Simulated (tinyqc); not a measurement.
Exchange-split free-electron bands and tunnelling magnetoresistance: one step. Magnetoresistance. Four cases, with inputs chosen for the exercise.

Task: From the T, and from the Julliere formula with P_k and with P_eff.

Barrier: kappa = sqrt(mb phi/c), c = hbar^2/2m0. With a = k1/m, b = k2/m, w = kappa/mb, the transmission at normal incidence is T(k1, k2) = 4 a b w^2/[w^2 (a + b)^2 + (w^2 + a^2)(w^2 + b^2) sinh^2(kappa d)]. Parallel: G_P = T(up, up) + T(dn, dn); antiparallel: G_AP = 2 T(up, dn); TMR = (G_P - G_AP)/G_AP. Julliere: TMR = 2 P^2/(1 - P^2). Slonczewski factor: P_eff = P_k (w^2 - a_up a_dn)/(w^2 + a_up a_dn), P_k = (k_up - k_dn)/(k_up + k_dn).

Case 1.

Values chosen: m = 1.33 m0 (mass in the electrodes); mb = 0.89 m0 (mass in the barrier).

T: up-up 9.39327e-08, dn-dn 5.84156e-08, up-dn 7.40752e-08

k_up, k_dn (1/angstrom): [1.632559, 0.543116]

kappa = 0.801493 1/angstrom

Case 2.

Values chosen: m = 1.1 m0 (mass in the electrodes); mb = 0.99 m0 (mass in the barrier).

T: up-up 1.53815e-07, dn-dn 1.73894e-07, up-dn 1.63547e-07

k_up, k_dn (1/angstrom): [1.328719, 0.946816]

kappa = 0.839152 1/angstrom

Case 3.

Values chosen: m = 1.08 m0 (mass in the electrodes); mb = 0.59 m0 (mass in the barrier).

T: up-up 0.000400239, dn-dn 0.000404543, up-dn 0.000402377

k_up, k_dn (1/angstrom): [1.136304, 0.715301]

kappa = 0.486755 1/angstrom

Case 4.

Values chosen: m = 1.33 m0 (mass in the electrodes); mb = 0.49 m0 (mass in the barrier).

T: up-up 0.00235249, dn-dn 0.00232540, up-dn 0.00233859

k_up, k_dn (1/angstrom): [1.425364, 0.888216]

kappa = 0.419756 1/angstrom

Give: TMR from T; P_k; P_eff; Julliere with P_k; Julliere with P_eff.

Result:

Case 1.

TMR from T = 2.83 %
P_k = 0.5007
P_eff = 0.1182
Julliere with P_k = 66.93 %
Julliere with P_eff = 2.83 %

The interface factor is +0.236. The plain Julliere value lies 64.1 points above the result and the one with P_eff 0.00 points from it. Symmetry filtering in crystalline barriers, which gives far larger values, is outside this model.

Case 2.

TMR from T = 0.19 %
P_k = 0.1678
P_eff = -0.0307
Julliere with P_k = 5.80 %
Julliere with P_eff = 0.19 %

The interface factor is -0.183: it reverses the sign of the tunnelling polarisation. The plain Julliere value lies 5.6 points above the result and the one with P_eff 0.00 points from it. Symmetry filtering in crystalline barriers, which gives far larger values, is outside this model.

Case 3.

TMR from T = 0.00 %
P_k = 0.2274
P_eff = -0.0027
Julliere with P_k = 10.90 %
Julliere with P_eff = 0.00 %

The interface factor is -0.012: it reverses the sign of the tunnelling polarisation. The plain Julliere value lies 10.9 points above the result and the one with P_eff 0.00 points from it. Symmetry filtering in crystalline barriers, which gives far larger values, is outside this model.

Case 4.

TMR from T = 0.01 %
P_k = 0.2322
P_eff = 0.0029
Julliere with P_k = 11.39 %
Julliere with P_eff = 0.00 %

The interface factor is +0.013. The plain Julliere value lies 11.4 points above the result and the one with P_eff 0.01 points from it. Symmetry filtering in crystalline barriers, which gives far larger values, is outside this model.

Computed by tinyqc, one run a case: `OMP_NUM_THREADS=1 python tinyqc.py N N+1 out.jsonl` with N = 1651641, 1652325, 1652643, 1680162; one thread of a shared Intel(R) Xeon(R) Processor @ 2.30GHz, about 0.01 s a run at most.
